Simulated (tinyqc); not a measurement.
## Doping from the ideality factor

Inverse problem. For thermionic-field emission over a Schottky barrier the ideality factor is n = u coth(u) with u = E00/Vt and E00 = (hbar/2) sqrt(Nd/(me m0 eps0 eps_r)) in SI units (volts). Find u, E00 and Nd.

Parameters, values chosen for the exercise; band and dielectric values close to those of gallium nitride: temperature T = 200 K; electron mass me = 0.196 m0; relative permittivity eps_r = 9.55.

Constants: q = 1.602176634e-19 C, kB = 1.380649e-23 J/K, eps0 = 8.8541878128e-12 F/m, hbar = 1.054571817e-34 J s, m0 = 9.1093837015e-31 kg, Vt = kB T/q. Results are converted to the units shown.

n = 4.0937306

Solution. u coth(u) rises steadily from 1, so n fixes u; the definition of E00 then gives Nd.

u = 4.09
E00 = 70.5 meV
Nd = 2.70e19 cm^-3

Program tinyqc, `OMP_NUM_THREADS=1 python tinyqc.py 2640047 2640048 out.jsonl`; Intel Xeon 2.30GHz, shared host, one thread, about 0.04 s.
